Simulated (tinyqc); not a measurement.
Free and trapped electrons in a MOS channel with a dense trap tail: one step of the calculation.

p-type body, charge-sheet picture, full ionisation (an idealisation for deep acceptors), Boltzmann statistics for free electrons. e = Ec - EF at the surface. Acceptor-like traps of density D(E) = D0 + De exp(-E/Ew) at depth E below Ec, from 0 to Eu, hold n_t = integral of D(E)/(1 + exp((e - E)/Vt)). psi = Eg - Vt ln(Nv/Na) - e; N_dep = sqrt(2 eps0 eps_r Na (psi - Vt)/q); n_f = sqrt(N_dep^2 + 2 eps0 eps_r Vt Nc exp(-e/Vt)/q) - N_dep; Vg = Vfb + psi + q (N_dep + n_t + n_f)/Cox, Cox = eps0 eox/tox.

Problem. Charges and gate voltage. psi, N_dep, n_f and Vg as defined, with the n_t given; free share n_f/(n_f + n_t); apparent mobility mf n_f/(n_f + n_t); gate voltage spent on traps q n_t/Cox.

Parameters, values chosen for the exercise; band and dielectric values close to those of 4H silicon carbide:
- T = 400 K (temperature)
- Eg = 3.32 eV (band gap)
- eps_r = 9.58 (relative permittivity)
- Nc = 2.59e19 cm^-3 (conduction-band density of states at T)
- Nv = 3.79e19 cm^-3 (valence-band density of states at T)
- eox = 3.9 (relative permittivity of the insulator)
- tox = 47 nm (insulator thickness)
- Na = 6.6e16 cm^-3 (acceptor density)
- Vfb = -2.19 V (flat-band voltage without trapped charge)
- mf = 84 cm^2/(V s) (mobility of free electrons)
- e = 0.062 eV (Ec - EF at the surface)

Constants: q = 1.602176634e-19 C, kB = 1.380649e-23 J/K, Vt = kB T/q, eps0 = 8.8541878128e-14 F/cm where lengths are in cm. Results are converted to the units shown.

n_t = 1.5327624e12 cm^-2

Find: psi; N_dep; n_f; Vg; free share; apparent mobility; gate voltage spent on traps.

Solution.

psi = 3.039 V
N_dep = 1.449e12 cm^-2
n_f = 4.652e11 cm^-2
Vg = 8.366 V
free share = 23.28 %
apparent mobility = 19.56 cm^2/(V s)
gate voltage spent on traps = 3.342 V

Program tinyqc, `OMP_NUM_THREADS=1 python tinyqc.py 2222092 2222093 out.jsonl`; Intel Xeon 2.30GHz, shared host, one thread, about 0.02 s.
